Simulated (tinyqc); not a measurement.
Surface potential of a MOS transistor: implicit equation and explicit approximations: two steps of the calculation.

p-type body, charge-sheet picture, depletion and inversion only, full ionisation (an idealisation for deep acceptors), Boltzmann statistics (rough once Na exp(x - xn) passes about Nc/7). In units of Vt: xg = (Vg - Vfb)/Vt, x = psi/Vt, G = gamma/sqrt(Vt), xn = (2 phiF + Vc)/Vt. The implicit equation is (xg - x)^2 = G^2 [x - 1 + exp(x - xn)] for x above about 3. Cox = eps0 eox/tox.

Parameters, values chosen for the exercise; band and dielectric values close to those of silicon:

| symbol | value | unit | meaning |
|---|---|---|---|
| T | 300 | K | temperature |
| Eg | 1.13 | eV | band gap |
| eps_r | 11.6 |  | relative permittivity |
| Nc | 2.85e19 | cm^-3 | conduction-band density of states at T |
| Nv | 2.67e19 | cm^-3 | valence-band density of states at T |
| eox | 21.5 |  | relative permittivity of the gate insulator (close to hafnium oxide) |
| tox | 5.4 | nm | insulator thickness |
| Na | 6.8e16 | cm^-3 | acceptor density |
| Vfb | -0.52 | V | flat-band voltage |
| Vc | 0.2 | V | channel-body voltage |
| Vg | 0.69 | V | gate-body voltage |

Constants: q = 1.602176634e-19 C, kB = 1.380649e-23 J/K, Vt = kB T/q, eps0 = 8.8541878128e-14 F/cm where lengths are in cm. Results are converted to the units shown.

Problem 1. Scales. ni = sqrt(Nc Nv) exp(-Eg/(2 Vt)), Eg in volts; phiF = Vt ln(Na/ni); gamma = sqrt(2 q eps0 eps_r Na)/Cox; VT = Vfb + Vt (xn + G sqrt(xn - 1)).

Find: phiF; gamma; G; xn; VT; xg.

Solution 1.

phiF = 0.4097 V
gamma = 0.04244 V^0.5
G = 0.2639
xn = 39.44
VT = 0.5418 V
xg = 46.80

Problem 2. New x. D = exp(x - xn), f = (xg - x)^2 - G^2 (x - 1 + D), f' = -2 (xg - x) - G^2 (1 + D), x(new) = x - f/f'.

x at the start = 45.05
G = 0.26392924
xn = 39.435634
xg = 46.804890

Find: D; f; f'; x after iteration 1.

Solution 2.

D = 274.34
f = -19.099
f' = -22.690
x after iteration 1 = 44.208

Numbers from tinyqc (`OMP_NUM_THREADS=1 python tinyqc.py 2122082 2122083 out.jsonl`; about 0.01 s on one thread of a shared Intel Xeon 2.30GHz).
